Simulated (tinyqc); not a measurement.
## Permittivity of the insulator from five potentials

Question. A node lies on a semiconductor-insulator interface. Steps: hs = tb/2 down into the semiconductor, ho = tox/2 up into the insulator, hy = L/5 sideways. The flux balance of its box reads eox (hy/ho)(above - node) + eps_r (hy/hs)(below - node) + [(eps_r hs + eox ho)/(2 hy)](left + right - 2 node) - q Na (hs/2) hy/eps0 = 0. Find eox.

Parameters, values chosen for the exercise; semiconductor permittivity close to that of silicon: relative permittivity of the semiconductor eps_r = 11.7; body thickness tb = 6 nm; insulator thickness tox = 1.9 nm; channel length L = 41 nm; acceptor density of the depleted body Na = 1.7e18 cm^-3.

Constants: q = 1.602176634e-19 C, eps0 = 8.8541878128e-14 F/cm where lengths are in cm. Results are converted to the units shown.

psi (V): node 0.12760599, above 0.037084503, below 0.24297380, left -0.044774831, right 1.29

Answer. The balance is linear in eox.

eox = 7.500

Numbers from tinyqc (`OMP_NUM_THREADS=1 python tinyqc.py 2480051 2480052 out.jsonl`; about 0.09 s on one thread of a shared Intel Xeon 2.30GHz).
